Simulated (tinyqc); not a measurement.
Inside a calculation. Model: single-photon avalanche diode, trigger probability and counting.

tinyqc, about 0.01 s, one thread, Intel Xeon 2.30GHz (shared host): `OMP_NUM_THREADS=1 python tinyqc.py 2630153 2630154 out.jsonl` Printed values are rounded.

A multiplication layer of width W with the uniform field V/W; alpha = an exp(-bn/E) for electrons, beta = ap exp(-bp/E) for holes (local model, no dead space). a = alpha W, b = beta W. Electrons enter at x = 0, holes at x = W. P0 is the probability that an electron entering at 0 starts a lasting avalanche, PW the same for a hole entering at W.

Inputs (values chosen for the exercise); ionisation coefficients close to those of silicon:
```
symbol,value,unit,meaning
an,6.92e5,1/cm,electron prefactor
bn,1.2,MV/cm,electron field
ap,1.55e6,1/cm,hole prefactor
bp,2.03,MV/cm,hole field
W,1,um,width of the multiplication layer
Vx,7.3,V,excess bias
eta,0.23,,probability that a photon makes a pair that enters the layer
Gd,7100,1/s,thermal generation rate in the layer
td,10,ns,dead time
Cd,180,fF,diode capacitance
Rq,500,kohm,quench resistance
pa,1.8e-7,,trapping probability per avalanche carrier
tt,4.7,ns,trap release time
nph,2.6e7,1/s,photon rate
```

Constants: q = 1.602176634e-19 C. Results are converted to the units shown.

## Ionisation integrals at and above breakdown

breakdown voltage VB = 34.0063 V

Breakdown: ln(a/b) = a - b with a not equal to b. VB is given; V = VB + Vx.

E at VB = 0.340063 MV/cm
a at VB = 2.03041
b at VB = 0.396110
E at V = 0.413063 MV/cm
a = 3.78813
b = 1.13759

At VB, ln(a/b) = 1.634 equals a - b.

## Iteration 1: trigger probability by substitution

P0 at the start = 0.9

PW = 1 - (1 - P0)^(b/a); P0(new) = PW/(PW + (1 - PW) exp(b - a)).

PW = 0.499165
P0 after iteration 1 = 0.933838

## Iteration 2: trigger probability by substitution

As before.

PW = 0.557592
P0 after iteration 2 = 0.946946

## Course of the iteration: trigger probability by substitution

Stop when P0 changes by less than 1e-9, or after 400 iterations. The rule counts as met only at a root strictly between 0 and 1.

Course of the iteration:

| iteration | P0 | \|change\| |
|---|---|---|
| 1 | 0.933838 | 0.0338 |
| 2 | 0.946946 | 0.0131 |
| 3 | 0.952478 | 5.53e-3 |
| 4 | 0.954941 | 2.46e-3 |
| 5 | 0.956069 | 1.13e-3 |
| 6 | 0.956592 | 5.23e-4 |
| 7 | 0.956836 | 2.45e-4 |
| 8 | 0.956951 | 1.15e-4 |
| 9 | 0.957005 | 5.38e-5 |
| ... | ... | ... |
| 16 | 0.957052 | 2.72e-7 |
| 17 | 0.957052 | 1.28e-7 |
| 18 | 0.957053 | 6.02e-8 |
| 19 | 0.957053 | 2.83e-8 |
| 20 | 0.957053 | 1.33e-8 |
| 21 | 0.957053 | 6.25e-9 |
| 22 | 0.957053 | 2.94e-9 |
| 23 | 0.957053 | 1.38e-9 |
| 24 | 0.957053 | 6.49e-10 |

Converged in 24 iterations. At the end each change is about 0.47 times the one before: linear convergence.

## Detection, dark counts, afterpulses and dead-time loss

P0 = 0.957053
Pm = 0.830959

Pm is the mean trigger probability of pairs made evenly in the layer. PDP = eta P0; dark counts Gd Pm; avalanche charge Cd Vx/q; afterpulse probability pa (Cd Vx/q) exp(-td/tt) Pm; true rate n = nph PDP + dark counts; measured n/(1 + n td) (non-paralysable) or n exp(-n td) (paralysable); recharge time Rq Cd.

PDP = 0.220122
dark counts = 5899.81 1/s
avalanche charge = 8.20134e6 electrons
afterpulse probability = 14.6119 %
true rate = 5.72907e6 1/s
measured, non-paralysable = 5.41864e6 1/s
measured, paralysable = 5.41008e6 1/s
recharge time = 90 ns

Dead time hides 5.4 % of the events in the first model and 5.6 % in the second.
